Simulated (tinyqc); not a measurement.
What each parameter does: valley splitting of a silicon quantum well in envelope theory.

The well lies at 0 < z < L; U(z) = V0 [1/(1 + exp(z/w)) + 1/(1 + exp((L - z)/w))] - e F z, 1 mV/nm = 1e-4 eV/angstrom. The envelope psi solves -(c/ml) psi'' + U psi = E psi, c = hbar^2/2m0, by three-point differences on a grid of 0.1 angstrom from -40 to L + 40 angstrom. The two valleys at +/- k0 couple through D = C0 times the integral of exp(-i q z) U(z) psi^2, q = 2 k0 (2 pi/a), and split by Ev = 2|D|.

Random alloy: with Y(z) = Yw + (Yb - Yw) B(z), B the bracket in U, and in-plane density exp(-r^2/ad^2)/(pi ad^2), D gains a random complex part of variance sigma^2 = (C0^2/pi)(a^2 V0/(8 ad (Yb - Yw)))^2 (4/a) times the integral of psi^4 Y (1 - Y). Alone it gives a mean splitting sqrt(pi) sigma; together with the smooth part the rms splitting is 2 sqrt(|D|^2 + sigma^2).

Constants: hbar^2/2m0 = 3.80998211 eV angstrom^2.

Values chosen for the exercise (near those of a strained Si well in SiGe; shifted at random, so the results belong to these values and not to a real crystal):
- L = 30 angstrom (well width)
- V0 = 0.16 eV (conduction offset)
- ml = 0.906 m0 (mass along z)
- w = 0.5 angstrom (interface width parameter)
- F = 3.7 mV/nm (field pressing towards the upper interface)
- k0 = 0.838 2 pi/a (valley position)
- a = 5.431 angstrom (lattice constant)
- C0 = 0.235 (Bloch overlap factor)
- Yb = 0.24 (Ge share of the barrier)
- Yw = 0.05 (Ge share of the well)
- ad = 120 angstrom (dot radius)

Orbital spacing, psi^2 at z = L, the smooth splitting and sigma; V0 is held fixed when Yw changes.

Results for these values:

| case | E2 - E1 (meV) | psi^2(L) (1e-3/angstrom) | 2\|D\| (micro-eV) | sigma (micro-eV) |
|---|---|---|---|---|
| base | 70.62 | 8.766 | 52.79 | 122.9 |

What happens to each result for ad = 160 angstrom, all else kept?

Answer: E2 - E1 does not change at the printed digits; psi^2(L) does not change at the printed digits; 2|D| does not change at the printed digits; sigma falls from 122.9 to 92.2.

The same for each parameter in turn:

| case | E2 - E1 (meV) | psi^2(L) (1e-3/angstrom) | 2\|D\| (micro-eV) | sigma (micro-eV) |
|---|---|---|---|---|
| base | 70.62 | 8.766 | 52.79 | 122.9 |
| ad = 160 angstrom | 70.62 | 8.766 | 52.79 | 92.2 |
| Yw = 0.08 | 70.62 | 8.766 | 52.79 | 181.0 |
| L = 36 angstrom | 55.62 | 6.256 | 36.23 | 115.1 |
| V0 = 0.2 eV | 76.58 | 7.539 | 45.36 | 156.1 |
| w = 0.35 angstrom | 70.43 | 8.819 | 131.50 | 122.7 |
| F = 5.55 mV/nm | 70.69 | 9.408 | 60.40 | 123.1 |
| k0 = 0.818 2 pi/a | 70.62 | 8.766 | 83.72 | 122.9 |
| C0 = 0.282 | 70.62 | 8.766 | 63.34 | 147.5 |

Computed by tinyqc, a small Python program: `OMP_NUM_THREADS=1 python tinyqc.py 1250922 1250923 out.jsonl` (the numbers bound the seed that draws the inputs); one thread of a shared host (Intel(R) Xeon(R) Processor @ 2.30GHz), about 0.07 s for the whole set of steps.
